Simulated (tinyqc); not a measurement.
Energy relaxation with and without hot phonons: decay of LO phonons and the hot-phonon bottleneck in the cooling of electrons. Computed by tinyqc, a small Python program. Command: `OMP_NUM_THREADS=1 python tinyqc.py 3025845 3025846 out.jsonl hotphonon walk`. One thread of a shared host (Intel(R) Xeon(R) Processor @ 2.30GHz), about 0.01 s of CPU time with the checks.

n(E, T) = 1/(exp(E/(k_B T)) - 1) is the Bose occupation. Electrons have a temperature T_e; the LO modes within their reach share one occupation N; the decay products stay at the lattice temperature.

Inputs (values chosen for the exercise, modelled on gallium oxide):
```
quantity                                             value    unit
LO energy hbar omega                                  43.9     meV
lifetime at T = 0, tau_0                               1.5      ps
share f of the energy in the softer product           0.38       -
lattice temperature T                                  300       K
electron mass m*                                     0.288     m_0
eps_inf                                               3.55       -
static dielectric constant eps_s                      10.3       -
electron density n                                 1.5e+19  1/cm^3
density of LO modes that the electrons reach, N_m  7.6e+19  1/cm^3
```

Decay channel: two unequal phonons (Ridley).

Constants: k_B = 8.617333262e-05 eV/K; c = 299792458 m/s; e^2/(4 pi eps_0) = 14.39964548 eV angstrom; hbar^2/(2 m_0) = 3.80998212 eV angstrom^2; hbar = 6.582119569e-16 eV s; e = 1.602176634e-19 C; k_B = 1.380649e-23 J/K.

Method:
- Decay rate 1/tau = (1/tau_0) [1 + n(f hbar omega) + n((1 - f) hbar omega)].
- Full width Gamma = 1/(2 pi c tau) in 1/cm, c in cm/s.
- Froehlich coupling alpha = (e^2/(4 pi eps_0)) (1/eps_inf - 1/eps_s) k_0/(2 hbar omega), k_0 = sqrt(m* hbar omega/(hbar^2/(2 m_0))); emission time tau_sp = hbar/(2 alpha hbar omega); bottleneck ratio r = (n/N_m) tau/tau_sp.
- Net emission per electron: [(N + 1) x - N]/tau_sp with x = exp(-hbar omega/(k_B T_e)), a simple two-level balance; steady state of the modes: n [(N + 1) x - N]/tau_sp = N_m (N - N_0)/tau; power per electron P = hbar omega [(N + 1) x - N]/tau_sp.
- P(T_e) = (hbar omega/tau_sp) [(N_0 + 1) x - N_0]/[1 + r (1 - x)], and r = 0 without hot phonons; energy relaxation time tau_E = (3/2) k_B (T_e - T)/P.

emission time tau_sp = 4.29842 fs

equilibrium LO occupation N_0 = 0.224029

bottleneck ratio r = 26.0981

phonon lifetime tau = 0.568382 ps

Cooling:
```
T_e (K)  P, cold phonons (nW)  P, hot phonons (nW)   ratio  tau_E (ps)        N
330                    61.193               2.8430  21.524     0.21853  0.26937
380                    157.54               7.7725  20.269     0.21316  0.34800
450                    279.07               14.936  18.685     0.20799  0.46224
600                    490.29               30.772  15.933     0.20190  0.71482
800                    692.92               52.128  13.293     0.19864   1.0554
1100                   893.87               83.741  10.674     0.19785   1.5596
1600                   1090.1               134.31  8.1166     0.20045   2.3662
2300                   1238.4               200.22  6.1852     0.20687   3.4174
```

What does the comparison show, and why?

Reabsorption cuts the loss by a factor 21.5 at the lowest T_e and 6.19 at the highest; the factor is 1 + r (1 - x) with r = 26.1. tau_E runs from 0.22 to 0.21 ps, with its shortest value, 0.20 ps, at T_e = 1100 K, against tau_sp = 4.3 fs and a phonon lifetime of 0.57 ps. For r (1 - x) much above 1 the loss tends to hbar omega (N_m/n)(n(hbar omega, T_e) - N_0)/tau, in which tau_sp no longer appears. In the coldest rows the electrons are degenerate, so (3/2) k_B (T_e - T) overstates their excess energy. Pauli blocking is left out, as are upper valleys and non-parabolic bands, which can matter above about 1000 K. Caution: alpha is above 1/2, so hbar/tau_sp exceeds hbar omega and the emission time, a weak-coupling result, is only rough.

Extremes, crossings and ranges named in words are read from the listed rows.
